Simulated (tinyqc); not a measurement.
Hot carriers by balance equations with a heated Maxwellian. From one set of inputs to another, one input at a time. Computed by tinyqc, a small Python program. Command: `OMP_NUM_THREADS=1 python tinyqc.py 3013332 3013333 out.jsonl hot ladder`. One thread of a shared host (Intel(R) Xeon(R) Processor @ 2.30GHz), about 0.08 s of CPU time with the checks.

The carriers follow a Maxwellian at an electron temperature T_e, slightly displaced; the drift energy is neglected against k_B T_e. The balance averages the rate, not the time, so mu_0 lies below the relaxation-time value.

The inputs printed are set A. Set A is modelled on holes in germanium; the values taken over come from a set modelled on holes in silicon. Inputs not listed in the table keep their values of set A, so the rows need not describe a real material.

Inputs (values chosen for the exercise, modelled on holes in germanium):
```
quantity,value,unit
effective mass m,0.299,m_0
density rho,5323,kg/m^3
sound velocity v_l,5410,m/s
acoustic deformation potential D_A,4.8,eV
phonon energy hbar w,37.8,meV
optical or intervalley deformation potential D_o,8.9,1e8 eV/cm
final valleys Z_f,1,-
lattice temperature T,100,K
electric field F,7.4,kV/cm
mixing,0.3,-
iteration cap,300,-
```

Band: parabolic. Solver: damped fixed point.

Constants: k_B = 8.617333262e-05 eV/K; k_B = 1.380649e-23 J/K; e = 1.602176634e-19 C; hbar = 1.054571817e-34 J s; m_0 = 9.1093837015e-31 kg; hbar = 6.582119569e-16 eV s.

Method:
- Parabolic band: E = hbar^2 k^2/(2 m), speed v = hbar k/m, states per spin, volume and energy g(E) = m k/(2 pi^2 hbar^2). Masses are multiplied by m_0 and all formulas are in SI units.
- Phonon occupation N_q = 1/(exp(hbar w/(k_B T)) - 1).
- Acoustic deformation potential (elastic, equipartition, absorption and emission together): 1/tau = 2 pi k_B T D_A^2 g(E)/(hbar rho v_l^2).
- Optical or intervalley deformation potential: 1/tau = (pi Z_f D_o^2/(rho w)) [N_q g(E + hbar w) + (N_q + 1) g(E - hbar w)], with g = 0 below the band edge.
- Averages over the Maxwellian, <y> = int y x^(1/2) exp(-x) dx / int x^(1/2) exp(-x) dx with x = E/(k_B T_e), split at x_0 = hbar w/(k_B T_e): 64 Gauss-Legendre points in sqrt(x) below it and 128 in sqrt(x - x_0) above it, up to x = 32. Momentum balance: mu(T_e) = e/(m nu), nu = <x (sum of rates)>/<x>. Power lost per carrier: P(T_e) = hbar w <emission rate - absorption rate> + <(2 m v_l^2/(k_B T)) (E - 2 k_B T) acoustic rate>.
- Energy relaxation time at weak heating: tau_E = (3/2) k_B / (dP/dT_e), the derivative by a central difference of +/- 0.5 K at T_e = T.
- Fixed point: T_out = T + (T_e - T) e mu(T_e) F^2/P(T_e), T_new = T_e + mixing (T_out - T_e).
- Start at T_e = 1.5 T; stop when T_e moves by less than 1e-6 K or exceeds 1e6 K.
- v = mu(T_e) F; warm-carrier coefficient (mu/mu_0 - 1)/F^2.

Each row keeps all changes above it:
```
input moved,from,to,electron temperature T_e (K),energy relaxation time tau_E (ps),mobility mu(T_e) (cm^2/(V s))
set A,-,-,1257.0,3.7752,1516.3
acoustic deformation potential D_A (eV),4.8,5,1245.2,3.7731,1507.0
electric field F (kV/cm),7.4,4.2,598.7,3.7731,2440.8
lattice temperature T (K),100,500,635.4,1.2055,767.3
density rho (kg/m^3),5323,2329,527.4,0.5274,375.7
phonon energy hbar w (meV),37.8,65.2,567.6,0.6765,729.0
optical or intervalley deformation potential D_o (1e8 eV/cm),8.9,10,549.1,0.5366,668.2
effective mass m (m_0),0.299,0.506,506.3,0.2429,190.1
```

Which inputs carry the difference?

Electron temperature T_e goes from 1260 to 506, a factor 0.403 in all. The largest single move comes from electric field F (a factor 0.481), and phonon energy hbar w works against it (a factor 1.08). Energy relaxation time tau_E goes from 3.78 to 0.243, a factor 0.0643 in all. The largest single move comes from lattice temperature T (a factor 0.319), and phonon energy hbar w works against it (a factor 1.28). Mobility mu(T_e) goes from 1520 to 190, a factor 0.125 in all. The largest single move comes from effective mass m (a factor 0.284), and phonon energy hbar w works against it (a factor 1.94). The single moves hold for this order of the switches; the total does not depend on the order.

Extremes, crossings and ranges named in words are read from the listed rows.
